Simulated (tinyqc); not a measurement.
Classical nucleation, growth and JMAK kinetics of crystallisation from a melt or glass: one step, computed by the program tinyqc.

A spherical nucleus with a sharp interface of isotropic energy gamma; lambda = Omega^(1/3) is the jump distance.

Task: Critical nucleus. Driving force per volume: dG = H (T_m - T)/T_m. Shape factor f = 1. W(r) = f [4 pi r^2 gamma - (4/3) pi r^3 dG]; r* = 2 gamma/dG; W* = f 16 pi gamma^3/(3 dG^2); n* = f (4/3) pi r*^3/Omega.

Inputs (values chosen for the exercise, for a model substance):
```
quantity                      value        unit
melting point T_m              1460           K
heat of melting per volume H   1550      J/cm^3
interface energy gamma        0.151       J/m^2
atomic volume Omega            16.6  angstrom^3
temperature T                  1067           K
```

Nucleation: homogeneous. Driving force: Turnbull (linear).

Constants: e = 1.602176634e-19 C; k_B = 1.380649e-23 J/K.

Give: driving force dG; shape factor f; critical radius r*; barrier W*; atoms in the nucleus n*; W*/(k_B T).

Result:

driving force dG = 417.2 J/cm^3

shape factor f = 1

critical radius r* = 0.7238 nm

barrier W* = 2.068 eV

atoms in the nucleus n* = 95.69

W*/(k_B T) = 22.50

W* equals n* Omega dG/2 = 2.068 eV.
